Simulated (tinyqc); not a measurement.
# Tunnelling through a gate dielectric, WKB transmission and Tsu-Esaki current: two studies

Electrons leave the emitter at x = 0. Energies E (motion across the layers) are in eV from the emitter Fermi level; the collector Fermi level lies at -V and offers states at every E. No charge in the dielectric and no image force: F1 = V/t1, U = phi1 - F1 x. With C = hbar^2/(2 m0), kappa = sqrt(m (U - E)/C) where U > E and 0 elsewhere; T(E) = exp(-S), S = 2 times the integral of kappa over x.

Values chosen for this exercise; dielectric values close to those of zirconium oxide: temperature T = 350 K; Fermi energy of the emitter above its band bottom Ef = 0.16 eV; emitter mass in the supply function me = 1 m0; barrier of layer 1 above the emitter Fermi level at zero bias phi1 = 1.46 eV; tunnelling mass of layer 1 m1 = 0.25 m0; thickness of layer 1 t1 = 5.9 nm; voltage across the dielectric V = 2.5 V.

Constants: q = 1.602176634e-19 C, kB = 1.380649e-23 J/K, hbar = 1.054571817e-34 J s, m0 = 9.1093837015e-31 kg, Vt = kB T/q, hbar^2/(2 m0) = 0.0380998212 eV nm^2. Results are converted to the units shown.

Each table varies one quantity; the others keep the values above.

## Current against voltage

Each layer adds (2/F) sqrt(m/C) [G(u at its left edge) - G(u at its right edge)] to S, with u = U - E (0 where negative) and G(u) = (2/3) u^1.5. J = J0 times the integral of T(E) N(E) dE, N = ln[(1 + exp(-E/Vt))/(1 + exp((-E - V)/Vt))], J0 = q^2 me m0 kB T/(2 pi^2 hbar^3) (times 1e-4 for A/cm^2 per eV), from E = -Ef to far above the barrier (T = 1 there), by quadrature converged to the digits shown. The share over the barrier is that of energies above the highest band edge; 0 means below 1e-6 %.

Current against voltage:
```
V (V),S at E = 0,T(E = 0),J (A/cm^2),mean E of the current (eV),share over the barrier (%)
0.2,35.24,4.949e-16,4.412e-8,-0.04691,3.16e-5
0.57,32.68,6.392e-15,5.508e-7,-0.04131,2.53e-6
0.95,29.69,1.270e-13,1.044e-5,-0.02920,0
1.32,26.13,4.480e-12,3.808e-4,0.01449,0
1.7,20.91,8.286e-10,0.05975,0.01064,0
2.08,17.09,3.780e-8,2.797,-0.01969,0
2.45,14.51,4.994e-7,39.95,-0.03623,0
2.83,12.56,3.504e-6,305.5,-0.04715,0
3.2,11.11,1.498e-5,1411,-0.05455,0
```

J rises from 4.41e-8 to 1410 A/cm^2, by 2.96 decades a volt between the first two rows and 1.80 between the last two. From V = 1.7 V on (among the rows) a band edge falls below the emitter Fermi level, so electrons at E = 0 no longer cross the full thickness.

## Effect of the thickness t1 at fixed voltage

Same model as above.

Effect of the thickness t1 at fixed voltage:
```
t1 (nm),S at E = 0,T(E = 0),J (A/cm^2),mean E of the current (eV)
3.5,8.435,2.171e-4,2.426e4,-0.06673
4.31,10.39,3.081e-5,3031,-0.05801
5.13,12.36,4.270e-6,376.0,-0.04819
5.94,14.32,6.062e-7,48.86,-0.03737
6.76,16.29,8.401e-8,6.338,-0.02509
7.57,18.24,1.193e-8,0.8650,-0.01138
8.39,20.22,1.653e-9,0.1187,0.004509
9.2,22.17,2.346e-10,0.01725,0.02277
```

Read the table: what changes, and by how much?

J falls from 24300 to 0.0172 A/cm^2: 1.12 decades a nanometre between the first two rows and 1.03 between the last two. The exponent S alone gives dS/dt/ln 10 = 1.05 and 1.05.

Computed by the program tinyqc: `OMP_NUM_THREADS=1 python tinyqc.py 2540091 2540092 out.jsonl`, one thread of a shared Intel Xeon 2.30GHz, about 0.02 s for the whole run.
